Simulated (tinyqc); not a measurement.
Slater-Koster d bands of a bcc metal: one step. Levels and character. The numbers come from values chosen for the exercise (of the size met in Mo).

H(k) (eV):
```
              xy        yz        zx      x2-y2     3z2-r2
xy      0.609910         0         0          0   0.573032
yz             0  2.190408  0.760157          0          0
zx             0  0.760157  0.693061          0          0
x2-y2          0         0         0  -1.375373  -0.777033
3z2-r2  0.573032         0         0  -0.777033  -2.372264
```

Task: Diagonalise H; t2g is xy, yz, zx and eg the other two.

Give: levels; weights.

Result:

levels (eV): -2.8705  -0.9940  0.3748  0.7267  2.5087

weights:
```
     band 1  band 2  band 3  band 4  band 5
t2g   0.021   0.024   1.000   0.955   1.000
eg    0.979   0.976   0.000   0.045   0.000
```

(tinyqc, `OMP_NUM_THREADS=1 python tinyqc.py 1450784 1450785 out.jsonl`, Intel(R) Xeon(R) Processor @ 2.30GHz, 1 thread, shared host, about 0.05 s.)
